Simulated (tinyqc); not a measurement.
Quantum-confined Stark effect in a modulator well, step by step. Values are carried at full precision from step to step, so a last printed digit may differ when a step is redone from the rounded ones.

Constants: hbar^2/2m0 = 3.80998211 eV angstrom^2; e^2/(4 pi eps0) = 14.39964547 eV angstrom; hc = 1239.841984 eV nm.

Inputs chosen for the exercise (near those of a Ge well in SiGe, direct gap; not measured data):
```
symbol  value   unit      meaning
L       96      angstrom  well width
me      0.0418  m0        electron, well
mh      0.214   m0        heavy hole along z, well
F       39      kV/cm     field
Vc      0.361   eV        conduction offset
Vv      0.117   eV        heavy-hole offset
meb     0.0562  m0        electron, barrier
mhb     0.222   m0        heavy hole, barrier
Eg      0.838   eV        gap of the well
mp      0.068   m0        heavy hole in the plane
eps     15.8              dielectric constant
dE      13      meV       operating point below the zero-field line
G       10      meV       half width of the exciton line
```

## Estimate for hard walls

Second order: each level moves by -C m (e F)^2 L^4/(2c), C = (15/pi^2 - 1)/(24 pi^2), c = hbar^2/2m0, 1 kV/cm = 1e-5 eV/angstrom. It holds while e F L is no more than about twice 3 c pi^2/(m L^2).

Estimate:
```
carrier     shift (meV)  e F L over the level spacing
electron          -0.16                          0.13
heavy hole        -0.80                          0.65
```

The hole, 5.1 times heavier, carries 84 % of the estimated shift; for hard walls second order errs by about 2 % at a ratio of 1 and 13 % at 3.

## Levels and envelopes

Envelopes on cells of 0.5 angstrom over the well |z| < L/2 and 45 angstrom of barrier on each side, psi = 0 beyond, psi'/m continuous (mean mass between points), c = hbar^2/2m0. The electron sees + e F z and the hole - e F z, each with its offset in the barriers; 1 kV/cm = 1e-5 eV/angstrom. Light holes, band mixing and escape by tunnelling are left out.

Ground levels, squared overlap and separation <z>_h - <z>_e without and with the field.

Results:
```
F (kV/cm)  E_e (meV)  E_h (meV)  overlap^2  separation (angstrom)
0              50.83      11.90      0.995                    0.0
39             50.22       9.75      0.908                   13.9
```

The electron level moves by -0.61 meV (3.9 times the hard-wall estimate, since it leaks into the barriers and sees a wider well) and the hole level by -2.15 meV (2.70 times).

## Exciton

Exciton: in-plane function exp(-rho/lam), 1/mu = 1/me + 1/mp, E(lam) = c/(mu lam^2) - (q/eps) times the integral over k of Fm(k)(1 + (k lam/2)^2)^(-3/2), Fm(k) the double integral of psi_e^2 psi_h^2 exp(-k |z - z'|), q = e^2/(4 pi eps0); binding Eb = -E at the minimum. Line at Eg + E_e + E_h - Eb, strength proportional to overlap^2/lam^2.

Minimise over lam without and with the field.

Results:
```
F (kV/cm)  lam (angstrom)  Eb (meV)  line (eV)      nm  overlap^2/lam^2 (1e-4/angstrom^2)
0                   225.5      3.88     0.8969  1382.4                             0.1957
39                  228.9      3.81     0.8942  1386.6                             0.1733
```

The weaker binding gives back 0.07 meV of the red shift, leaving 2.7 meV; the strength falls to 89 %.

## Contrast at the operating point

With a Gaussian line of half width G, the absorption at E_op = line(0) - dE is proportional to strength x exp(-ln2 ((E_op - line)/G)^2); continuum absorption is left out. Give it at both fields, relative to the zero-field peak.

E_op = 0.8839 eV
wavelength = 1402.8 nm

absorption without and with the field: 0.31  0.42

The field changes the absorption by +0.11 of the zero-field peak. The zero-field tail still absorbs here, since dE is no more than 2G, which costs insertion loss.

## Checks

- Zero-field levels against the matching condition of the square well, meV: largest difference 1.0e-01.
- Slope d(E_e + E_h)/dF against minus the separation (Hellmann-Feynman), angstrom: both -13.9.

Run: tinyqc, `OMP_NUM_THREADS=1 python tinyqc.py 1251979 1251980 out.jsonl`; Intel(R) Xeon(R) Processor @ 2.30GHz, one thread, shared host; about 0.2 s of CPU time with all checks.
